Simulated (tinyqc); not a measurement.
Worked calculation: tight-binding t2g bands of a cubic perovskite. Values are carried at full precision from step to step, so a last printed digit may differ when a step is redone from the rounded ones.

Orbitals yz, zx, xy (X, Y, Z below) times spin. E_xy = Dt + 2t (2 - cos x - cos y) + 2 td (1 - cos z) + 4 t2 (1 - cos x cos y) with x = kx a and so on; yz and zx follow by cyclic change, without Dt. Spin-orbit term -(Dso/3) L.sigma + Dso/3 with (L_k)_ij = -i epsilon_kij in X, Y, Z: for Dt = 0 the quartet lies at 0 and the doublet at Dso.

Constants: hbar^2/2m0 = 3.80998211 eV angstrom^2.

Values chosen for the exercise (of the size met in SrTiO3 and KTaO3; shifted at random, so the results belong to these values and not to a real crystal):
- t = 0.487 eV (strong hopping)
- td = 0.049 eV (weak hopping)
- t2 = 0 eV (diagonal hopping in the plane of the orbital)
- Dt = -0.017 eV (shift of xy (tetragonal field or confinement))
- k = (0.15, 0.08, 0) 2 pi/a (wave vector)
- Dso = 0.292 eV (spin-orbit splitting at Gamma)
- a = 4.041 angstrom (lattice constant)

## Orbital energies

Evaluate the three bands without spin-orbit coupling.

energies (eV): yz 0.1609, zx 0.4136, xy 0.5050

## The Hamiltonian

Add the spin-orbit term; + and - are the spin along z.

H(k) (eV):
```
          yz+       zx+      xy+      yz-       zx-      xy-
yz+    0.2582   0.0973i        0        0         0  -0.0973
zx+  -0.0973i    0.5110        0        0         0  0.0973i
xy+         0         0   0.6023   0.0973  -0.0973i        0
yz-         0         0   0.0973   0.2582  -0.0973i        0
zx-         0         0  0.0973i  0.0973i    0.5110        0
xy-   -0.0973  -0.0973i        0        0         0   0.6023
```

## Levels and orbital weights

Diagonalise; the levels are twofold; weights summed over spin and averaged over the pair.

levels (eV): 0.2143  0.4523  0.7049

weights:
```
    pair 1  pair 2  pair 3
yz   0.905   0.011   0.084
zx   0.065   0.642   0.293
xy   0.031   0.347   0.623
```

The lowest pair is 90 % yz.

## Light and heavy masses without spin-orbit coupling

Along an axis in the plane of the orbital m/m0 = c/((t + 2 t2) a^2), and normal to it c/(td a^2); c = hbar^2/2m0.

masses (m0): light 0.479, heavy 4.762

ratio heavy/light = 9.94

## Levels at Gamma

At k = 0 the j_z = 3/2 pair stays at 0, and the other two pairs are E = (Dso + Dt)/2 -/+ sqrt((Dso + Dt)^2/4 - 2 Dso Dt/3).

levels at Gamma (eV): -0.0115  0.0000  0.2865

## Checks

- Levels at Gamma from the formula against the matrix: they agree to 1e-10 or better.

Computed by tinyqc, a small Python program: `OMP_NUM_THREADS=1 python tinyqc.py 1481991 1481992 out.jsonl` (the numbers bound the seed that draws the inputs); one thread of a shared host (Intel(R) Xeon(R) Processor @ 2.30GHz), about 0.01 s for the whole set of steps.
